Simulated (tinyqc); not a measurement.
## Gate work function from the charge

Inverse problem. For an undoped double gate, Q = 8 eps0 eps_r Vt beta tan(beta)/ts with 0 < beta < pi/2, and at the source (Vg - dphi)/(2 Vt) - ln[(2/ts) sqrt(2 eps0 eps_r Vt/(q ni))] = ln(beta) - ln(cos beta) + 2 r beta tan(beta), r = eps_r tox/(eox ts). Find beta and dphi.

Inputs (values chosen for the exercise); material values close to those of silicon: temperature T = 300 K; relative permittivity of the semiconductor eps_r = 11.6; relative permittivity of the gate insulator eox = 25.9; insulator thickness tox = 6.2 nm; body thickness ts = 6 nm; gate voltage Vg = 1 V.

Constants: q = 1.602176634e-19 C, kB = 1.380649e-23 J/K, Vt = kB T/q, eps0 = 8.8541878128e-14 F/cm where lengths are in cm. Results are converted to the units shown.

Qs = 3899.2036 nC/cm^2
ni = 1.0594671e10 cm^-3

Answer. beta tan(beta) rises from 0 without bound on the interval, so the charge fixes beta; the second relation is then explicit in dphi. At this charge the surface density passes 0.3 Nc, so the classical Boltzmann model is only formal.

beta = 1.44
dphi = -0.160 V

Program tinyqc, `OMP_NUM_THREADS=1 python tinyqc.py 2440093 2440094 out.jsonl`; Intel Xeon 2.30GHz, shared host, one thread, about 0.01 s.
